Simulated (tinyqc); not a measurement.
Minimum-mode following (dimer method) and harmonic rate on a two-dimensional model surface: one step, computed by the program tinyqc.

V(x, y) = h u^2 + t x + (kappa/2)(y + c u)^2 with u = x^2/w^2 - 1; the path runs from the minimum near (-w, 0) to that near (w, 0).

Problem. Curvatures and frequencies. Diagonalise the Hessian at the start minimum and at the saddle; nu = 15.6333042 THz x sqrt(|lambda|/M).

Inputs (values chosen for the exercise, for a model surface): height h = 0.8 eV; half width w = 1.4 angstrom; transverse stiffness kappa = 4.1 eV/angstrom^2; curvature c = 0.51 angstrom; tilt t = 0.11 eV/angstrom; mass M = 41.7 u.

Surface: curved double well.

positions (angstrom), rows start, end, saddle, columns x, y:
```
[[-1.432544, -0.023986],
 [1.365012, 0.025173],
 [0.067532, 0.508813]]
```

Constants: nu for 1 eV/(angstrom^2 u) = 15.6333042 THz.

Give: Hessian at the minimum; Hessian at the saddle; eigenvalues at the minimum; eigenvalues at the saddle; frequencies at the minimum; frequencies at the saddle (the first is imaginary).

Solution.

Hessian at the minimum (eV/angstrom^2):
```
[[5.774, -3.057],
 [-3.057, 4.100]]
```

Hessian at the saddle (eV/angstrom^2):
```
[[-1.616, 0.144],
 [0.144, 4.100]]
```

eigenvalues at the minimum (eV/angstrom^2): [1.768, 8.106]

eigenvalues at the saddle (eV/angstrom^2): [-1.620, 4.104]

frequencies at the minimum (THz): [3.219, 6.893]

frequencies at the saddle (the first is imaginary) (THz): [3.081, 4.904]
